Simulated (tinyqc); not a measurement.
# Floating body of a partially depleted SOI transistor: body voltage and kink: what changes with what

Source at 0 V. Channel current Ic = 2 nf K Vt^2 [F(0) - F(Vd)](1 + la Vd), F(V) = ln^2(1 + exp((Vg - VT - nf V)/(2 nf Vt))), VT = VT0 - gb Vb. Saturation voltage Vs = 2 Vt sqrt(F(0)) + 3 Vt, excess Ve = (Vd - Vs + sqrt((Vd - Vs)^2 + 0.0004 V^2))/2, multiplication M1 = Ai Ve exp(-Bl/Ve). Each junction passes D(v) = J1 (exp(v/Vt) - 1) + J2 (exp(v/(2 Vt)) - 1). Bipolar current Ib = bb J1 (exp(Vb/Vt) - 1). The body settles where M1 (Ic + Ib) = D(Vb) + D(Vb - Vd) + Vb/Rb; drain current Id = (1 + M1)(Ic + Ib) - D(Vb - Vd).

Parameters, values chosen for the exercise; values of the order met in partially depleted silicon-on-insulator transistors: temperature T = 300 K; threshold at zero body voltage VT0 = 0.43 V; fall of the threshold per volt of body voltage gb = 0.26; slope factor nf = 1.24; gain factor per width K = 400 uA/(V^2 um); channel-length modulation factor la = 0.07 1/V; impact-ionisation prefactor Ai = 1.13 1/V; impact-ionisation voltage Bl = 8.6 V; diffusion saturation current of each junction J1 = 1.4e-13 uA/um; recombination saturation current of each junction J2 = 2.5e-9 uA/um; gain of the lateral bipolar transistor on the diffusion current bb = 0.5; resistance of a weak body tie to the source (1e9 stands for no tie, and the term is then dropped) Rb = 1e9 kohm um; gate voltage Vg = 1.02 V; drain voltage Vd = 2 V.

Constants: q = 1.602176634e-19 C, kB = 1.380649e-23 J/K, Vt = kB T/q. Results are converted to the units shown.

Each table varies one quantity; the others keep the values above.

## Output curve and kink

Rows with more than one solution for Vb (latch) are left out; dId/dVd by a forward difference over 1e-4 V, swing = 1e-4 V over the change of log10 Id; M1 under 1e-12 is printed as 0.

Output curve and kink:
```
Vd (V)  Vb (V)        M1  Id, floating (uA/um)  Id, grounded (uA/um)  ratio  dId/dVd, floating (uS/um)  dId/dVd, grounded (uS/um)
1.16    0.3785  4.948e-8                 82.64                 60.71  1.361                      81.32                      3.931
1.32    0.5221  1.544e-6                 92.80                 61.34  1.513                      47.64                      3.942
1.48    0.5999  1.967e-5                 99.06                 61.97  1.598                      32.82                      3.998
1.64    0.6515  1.259e-4                 103.7                 62.62  1.656                      26.02                      4.163
1.8     0.6893  5.090e-4                 107.5                 63.31  1.699                      22.26                      4.506
```

What does the table show?

Vb rises from 0.378 to 0.689 V and the ratio of the currents rises from 1.36 to 1.70. The output conductance with a floating body exceeds the grounded value by the largest factor among the rows, 20.7, at Vd = 1.16 V, where Vb = 0.378 V and M1 = 4.95e-8.

## Transfer curve and swing

Same model as above.

Result of one run:
columns A: Vg (V); B: Vb (V); C: M1; D: Id, floating (uA/um); E: Id, grounded (uA/um); F: ratio; G: swing, floating (mV/decade); H: swing, grounded (mV/decade)
```
A           B        C         D         E      F      G      H
-0.02  0.1666  0.02478  2.394e-6  6.221e-7  3.848  45.47  74.14
```

What becomes of these results when the gate voltage Vg is changed from -0.02 to 0.38 V, all else the same?

Result of the changed run:
columns A: Vg (V); B: Vb (V); C: M1; D: Id, floating (uA/um); E: Id, grounded (uA/um); F: ratio; G: swing, floating (mV/decade); H: swing, grounded (mV/decade)
```
A          B        C      D       E      F      G      H
0.38  0.6929  0.01774  3.598  0.1102  32.66  167.7  88.68
```

The whole series:
columns A: Vg (V); B: Vb (V); C: M1; D: Id, floating (uA/um); E: Id, grounded (uA/um); F: ratio; G: swing, floating (mV/decade); H: swing, grounded (mV/decade)
```
A           B         C         D         E      F      G      H
-0.02  0.1666   0.02478  2.394e-6  6.221e-7  3.848  45.47  74.14
0.08   0.4198   0.02470  4.139e-4  1.398e-5  29.60  47.91  73.98
0.18   0.5675   0.02412   0.02652  3.114e-4  85.16  63.47  74.56
0.28   0.6493   0.02181    0.5647  0.006553  86.18  94.90  77.28
0.38   0.6929   0.01774     3.598    0.1102  32.66  167.7  88.68
0.48   0.7142   0.01361     10.57     1.033  10.23  271.5  124.8
0.58   0.7250   0.01013     21.43     4.545  4.716  387.6  197.5
0.68   0.7302  0.007345     35.98     11.76  3.059  507.0  296.6
0.78   0.7317  0.005168     54.08     22.78  2.374  626.9  407.2
```

Vb rises from 0.167 to 0.732 V. The smallest swing among the rows is 45.5 mV a decade with a floating body (at Vg = -0.02 V) and 74.0 with a grounded one; Vt ln 10 = 59.5. The floating swing is smaller by more than 3 % for Vg = -0.02, 0.08, 0.18 V, where the rising Vb lowers the threshold as Vg rises. In the first row the floating body raises the current by a factor of 3.85.

Range of the model: The multiplication law is an empirical form chosen for the exercise; self-heating and capacitive coupling to the body are left out, and the linear laws are rough once Vb passes about 0.7 V or M1 about 0.1.

Program tinyqc, `OMP_NUM_THREADS=1 python tinyqc.py 2182045 2182046 out.jsonl`; Intel Xeon 2.30GHz, shared host, one thread, about 0.2 s.
